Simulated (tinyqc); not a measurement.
Position of the donor: hydrogenic donor in a hard-walled well (variational).

Trial function cos(pi z/L) exp(-r/lam), r measured from the donor at zi, walls at +/- L/2, one eps everywhere. Counted from the lowest subband, E(lam) = c/(m lam^2) - (q/eps) I0/I1, with I0 the integral of cos^2(pi z/L) exp(-2|z - zi|/lam) over the well and I1 the same with the factor (|z - zi| + lam/2); c = hbar^2/2m0, q = e^2/(4 pi eps0). The binding energy is -E at the minimum.

Constants: hbar^2/2m0 = 3.80998211 eV angstrom^2; e^2/(4 pi eps0) = 14.39964547 eV angstrom.

Values chosen for the exercise (out of a larger set: near those of Si, with one mean mass; not measured data):

| symbol | value | unit | meaning |
|---|---|---|---|
| m | 0.313 | m0 | mass |
| eps | 12.1 |  | dielectric constant |
| L | 75 | angstrom | well width |

Ry* = 29.0867 meV

Fixed width; zi from the centre to the wall.

Binding:

| 2 zi/L | zi (angstrom) | lam (angstrom) | binding (meV) | in Ry* |
|---|---|---|---|---|
| 0.0 | 0.0 | 21.3 | 41.27 | 1.419 |
| 0.2 | 7.5 | 21.3 | 39.96 | 1.374 |
| 0.4 | 15.0 | 21.8 | 35.87 | 1.233 |
| 0.6 | 22.5 | 24.3 | 29.02 | 0.998 |
| 0.8 | 30.0 | 32.1 | 21.64 | 0.744 |
| 0.9 | 33.8 | 37.4 | 18.90 | 0.650 |
| 1.0 | 37.5 | 42.3 | 16.86 | 0.580 |

What can be read from this table?

Uniform doping spreads the level over 24.41 meV, from 41.27 at the centre to 16.86 at the wall, while lam grows by 99 %. The slope is flat at the centre, which gives a peak in the density of donor states there, and steepest between 2 zi/L = 0.6 and 0.8.

Program tinyqc; command `OMP_NUM_THREADS=1 python tinyqc.py 1280543 1280544 out.jsonl`; about 0.05 s on one thread of a shared Intel(R) Xeon(R) Processor @ 2.30GHz.
